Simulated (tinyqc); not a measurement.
Phonon transmission through an interface between two chains by Green functions: one step, computed by the program tinyqc.

Two semi-infinite chains (masses m_1, m_2; springs k_1, k_2), motion along the chain. The central region holds the end atom of each chain and three interlayer atoms of mass m_b, joined by springs k_b. lambda = omega^2 in eV/(angstrom^2 u); nu = 15.6333042 THz x sqrt(lambda).

Task: Transmission at the probe frequency. A = lambda M - K - Sigma over the central atoms, with K_ii the sum of the springs at i, K_(i,i+1) = -k_b; G = inverse of A; transmission = Gamma_1 Gamma_2 |G_(first,last)|^2.

Atoms in the interlayer: three.

A (complex symmetric) (eV/angstrom^2), rows end of 1, layer 1, layer 2, layer 3, end of 2:
$$\begin{pmatrix}
-0.753605+1.344849i & 1.030000 & 0.000000 & 0.000000 & 0.000000 \\
1.030000 & 0.341138 & 1.030000 & 0.000000 & 0.000000 \\
0.000000 & 1.030000 & 0.341138 & 1.030000 & 0.000000 \\
0.000000 & 0.000000 & 1.030000 & 0.341138 & 1.030000 \\
0.000000 & 0.000000 & 0.000000 & 1.030000 & 0.111200+3.628785i
\end{pmatrix}$$

Gamma_1 = 2.689697 eV/angstrom^2

Gamma_2 = 7.257569 eV/angstrom^2

Give: G_(first,last); transmission.

Result:

G_(first,last) = 0.0637-0.1371i angstrom^2/eV

transmission = 0.4461
